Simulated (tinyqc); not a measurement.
AlGaN/GaN HEMT with access regions, lumped model: two steps of the calculation.

A polarisation-induced electron sheet under a Schottky gate, in series with two ungated access regions and contacts. Drift law v = mu E/(1 + mu E/vs) under the gate. Currents in mA/mm, resistances in ohm mm. No self-heating, no channel-length modulation; fits for polarisation, barrier and offset are chosen for the exercise.

Parameters, values chosen for the exercise; values close to those of AlGaN/GaN structures:
- x = 0.19 (aluminium share of the barrier)
- d = 15 nm (barrier thickness)
- eps_r = 9.5 (relative permittivity of barrier and channel)
- mu = 1600 cm^2/(V s) (channel mobility)
- vs = 1.1e7 cm/s (saturation velocity)
- Lg = 1.5 um (gate length)
- Ls = 1.5 um (source access length)
- Ld = 16 um (drain access length)
- Rc = 0.25 ohm mm (resistance of each contact)
- ft = 0 (share of the drain-access electrons removed by traps)
- Vg = 1 V (gate voltage)
- Vd = 1 V (drain voltage)
- Ec = 2.5 MV/cm (critical field)
- te = 0.23 um (depth over which the depleted charge spreads)
- tf = 200 nm (insulator under the field plate)
- ei = 3.9 (relative permittivity of that insulator)

Constants: q = 1.602176634e-19 C, eps0 = 8.8541878128e-14 F/cm where lengths are in cm. Results are converted to the units shown.

Problem 1. Drain current. Access resistance R(L, n) = L/(q mu n sqrt(1 - (I/(q n vs))^2)); Rs = Rc + R(Ls, n0), Rd = Rc + R(Ld, (1 - ft) n0). Vg' = Vg - I Rs, Vd' = Vd - I (Rs + Rd); with u = Vg' - VT, Vc = vs Lg/mu and w the smaller of Vd' and Vc [sqrt(1 + 2 u/Vc) - 1] (0 if negative), the channel gives (mu Cb/Lg)(u w - w^2/2)/(1 + w/Vc). I(new) = I + 0.1 (channel current - I).

I after iteration 1 = 101.25205 mA/mm
VT = -2.0449968 V
Cb = 0.56076523 uF/cm^2
n0 = 7.1575323e12 cm^-2

Give: Rs; Rd; Vg'; Vd'; channel current; I after iteration 2.

Solution 1.

Rs = 1.070 ohm mm
Rd = 8.998 ohm mm
Vg' = 0.8916 V
Vd' = -0.01947 V
channel current = 0 mA/mm
I after iteration 2 = 91.13 mA/mm

Problem 2. On-resistance and breakdown. sigma = (5e13 x + 1.6e13 x^2) cm^-2, phiB = 0.84 + 1.3 x, dEc = 0.7 (1.71 x + x^2) in volts, Cb = eps0 eps_r/d, VT = phiB - dEc - q sigma/Cb, access density n0 = -Cb VT/q. Ron = 2 Rc + Ls/(q mu n0) + Ld/(q mu (1 - ft) n0) + Lg/(mu Cb (Vg - VT)). Off state: a depleted stretch that holds the voltage V has the peak field sqrt(k V), k = 2 q n0/(eps0 eps_r te), so one edge holds V1 = Ec^2/k. The sheet under the plate pinches off at Vf = q n0 (1/Cb + tf/(eps0 ei)); beyond it the gate edge is screened. BV = V1 if Vf >= V1, else Vf + V1, and at most Ec Ld. Specific resistance Ron (Ls + Lg + Ld); figure of merit BV^2 over it.

Find: Ron; Vf; V1; BV; specific resistance; figure of merit.

Solution 2.

Ron = 10.59 ohm mm
Vf = 68.46 V
V1 = 52.72 V
BV = 52.72 V
specific resistance = 2.011 mohm cm^2
figure of merit = 1.382 MW/cm^2

The plate pinches off too late to screen the gate edge, so it adds nothing.

Computed by the program tinyqc: `OMP_NUM_THREADS=1 python tinyqc.py 2570088 2570089 out.jsonl`, one thread of a shared Intel Xeon 2.30GHz, about 0.01 s for the whole run.
